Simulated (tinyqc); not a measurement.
# Off-state leakage of single and stacked transistors, step by step

Program tinyqc, `OMP_NUM_THREADS=1 python tinyqc.py 2242148 2242149 out.jsonl`; Intel Xeon 2.30GHz, shared host, one thread, about 0.04 s. Printed values are rounded.

n-channel devices of unit width. Subthreshold current I(Vg, Vs, Vd) = I0 (T/300 K)^0.5 exp[(Vg - Vs - VT(T) - gb (Vs - Vb) + dd (Vd - Vs))/(nf Vt)] (1 - exp(-(Vd - Vs)/Vt)), VT(T) = VT - cT (T - 300 K). Gate-edge tunnelling Ig (Vd/1 V) exp(ag (Vd - 1 V)), for a gate at 0 V, and band-to-band leakage Ab u exp(-Bb/u), u = Vd - Vb + 1 V, flow at a drain held at V; both are taken as independent of T. In a stack of off transistors (all gates at 0 V) the same subthreshold current passes through each.

Values chosen for this exercise; values of the order met in bulk silicon logic transistors:
- T = 300 K (temperature)
- V = 0.8 V (supply voltage)
- VT = 0.48 V (threshold at 300 K, zero drain and body bias)
- cT = 0.7 mV/K (fall of the threshold with temperature)
- I0 = 0.79 uA/um (current at threshold at 300 K)
- nf = 1.45 (slope factor)
- dd = 0.11 (drain-induced lowering per volt)
- gb = 0.15 (rise of the threshold per volt of source-body bias)
- Ig = 2e-6 uA/um (gate-edge tunnelling current at 1 V)
- ag = 3.1 1/V (exponential slope of the gate current)
- Ab = 20 uA/(um V) (prefactor of band-to-band leakage at the drain)
- Bb = 28 V (its exponential voltage)
- Vb = -0.3 V (body voltage)

Constants: q = 1.602176634e-19 C, kB = 1.380649e-23 J/K, Vt = kB T/q. Results are converted to the units shown.

## Leakage of one transistor

Vg = Vs = 0, Vd = V; effective threshold VT(T) - gb Vb - dd V.

effective threshold = 0.437 V
parts (nA/um): subthreshold 0.006834040, gate edge 8.607111e-4, band-to-band 0.06802307
total = 0.07571782 nA/um
shares (%): subthreshold 9.025670, gate edge 1.136735, band-to-band 89.83760

The band-to-band part is the largest.

## Starting value

Vx = dd V/(1 + gb + 2 dd), the solution for Vx well above Vt, rounded to three decimals.

Vx at the start = 0.064 V

## Iteration 1: new Vx

Stack of two, Vx the node between them: I_low = I(0, 0, Vx), I_up = I(0, Vx, V), f = ln(I_up/I_low), f' = -(1 + gb + 2 dd)/(nf Vt) - 1/(Vt (exp(Vx/Vt) - 1)) - 1/(Vt (exp((V - Vx)/Vt) - 1)), Vx(new) = Vx - f/f'.

I_low = 7.220094e-4 nA/um
I_up = 7.950728e-4 nA/um
f = 0.09639560
f' = -40.09986 1/V
Vx after iteration 1 = 0.06640389 V

## Iteration 2: new Vx

As before.

I_low = 7.330497e-4 nA/um
I_up = 7.333562e-4 nA/um
f = 4.180637e-4
f' = -39.75826 1/V
Vx after iteration 2 = 0.06641440 V

## Course of the iteration

Stop when the step is below 1e-11 V, or after 40 iterations.

Course of the iteration:
```
iteration  Vx before the step (V)  step (V)
1                           0.064   2.40e-3
2                      0.06640389   1.05e-5
3                      0.06641440  1.87e-10
4                      0.06641440   < 1e-15
```

Converged in 4 iterations. The subthreshold current of the stack is 7.331e-4 nA/um, 9.32 times less than that of one transistor (the drain leakage is unchanged); the estimate exp[dd V (1 + gb + dd)/((1 + gb + 2 dd) nf Vt)] gives 8.66.
